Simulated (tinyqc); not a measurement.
Tamm state at the end of a one-band chain: sweeps and comparisons. A value that a table varies takes the place of the one given here.

A half-infinite chain with site energy 0 and hopping -t, band E = -2t cos(ka); the end site has energy D. The surface Green function of the unperturbed half chain is g = (E -/+ sqrt(E^2 - 4t^2))/(2t^2), the root with |t g| <= 1 and Im g <= 0, and with the shift G = g/(1 - D g).

Parameters, chosen for this exercise: t = 1.44 eV (hopping); a = 2.7 angstrom (spacing); D = -3.82 eV (shift of the end site); E = 1.13 eV (energy in the band).

## Threshold for a surface state

For |D| > t: E = D + t^2/D, weight on the end site 1 - t^2/D^2, decay length of the amplitude a/ln|D/t|; a dash: no bound state. The last column is the surface density -Im G/pi at E = 0.

Against D:

| D/t | D (eV) | E (eV) | end weight | decay length (angstrom) | density at E = 0 (1/eV) |
|---|---|---|---|---|---|
| -3.00 | -4.320 | -4.8000 | 0.8889 | 2.46 | 0.0221 |
| -2.00 | -2.880 | -3.6000 | 0.7500 | 3.90 | 0.0442 |
| -1.40 | -2.016 | -3.0446 | 0.4898 | 8.02 | 0.0747 |
| -1.10 | -1.584 | -2.8931 | 0.1736 | 28.33 | 0.1000 |
| -0.80 | -1.152 | - | - | - | 0.1348 |
| 0.50 | 0.720 | - | - | - | 0.1768 |
| 0.95 | 1.368 | - | - | - | 0.1162 |
| 1.05 | 1.512 | 2.8834 | 0.0930 | 55.34 | 0.1051 |
| 1.30 | 1.872 | 2.9797 | 0.4083 | 10.29 | 0.0822 |
| 2.50 | 3.600 | 4.1760 | 0.8400 | 2.95 | 0.0305 |

What can be read from the table?

A state splits off only for |D| > t = 1.44 eV, although in the middle of an endless chain any shift binds one. Just past the threshold, at D/t = 1.05, it lies 3.4 meV outside the band and spreads over 55.3 angstrom; at D/t = -3 it holds 89 % of the end site, and the density left at the band centre has fallen to 0.10 of the clean value.

## What each parameter does

E = D + t^2/D, weight 1 - (t/D)^2, decay length -a/ln|t/D|, surface density -Im G/pi at E. Each row changes one parameter from the base and keeps the others.

Results:

| case | bound level (eV) | weight | decay (angstrom) | density (1/eV) |
|---|---|---|---|---|
| base | -4.3628 | 0.8579 | 2.768 | 0.0201 |
| t = 1.512 eV | -4.4185 | 0.8433 | 2.913 | 0.0211 |
| D = -4.584 eV | -5.0364 | 0.9013 | 2.332 | 0.0149 |
| a = 2.97 angstrom | -4.3628 | 0.8579 | 3.044 | 0.0201 |
| E = 0.565 eV | -4.3628 | 0.8579 | 2.768 | 0.0239 |

How do the results move?

The largest shifts from the base row, up to three for each result and ties (the steps differ in size, so this ranks the rows, not the parameters). bound level (eV): D -0.6735, t -0.0556; unchanged at the printed digits by a and E. weight: D +0.0434, t -0.0146; unchanged at the printed digits by a and E. decay (angstrom): D -0.436, a +0.277, t +0.146; unchanged at the printed digits by E. density (1/eV): D -0.0052, E +0.0038, t +0.0010; unchanged at the printed digits by a.

tinyqc: `OMP_NUM_THREADS=1 python tinyqc.py 1450582 1450583 out.jsonl`; about 0.01 s, one thread, shared Intel(R) Xeon(R) Processor @ 2.30GHz.
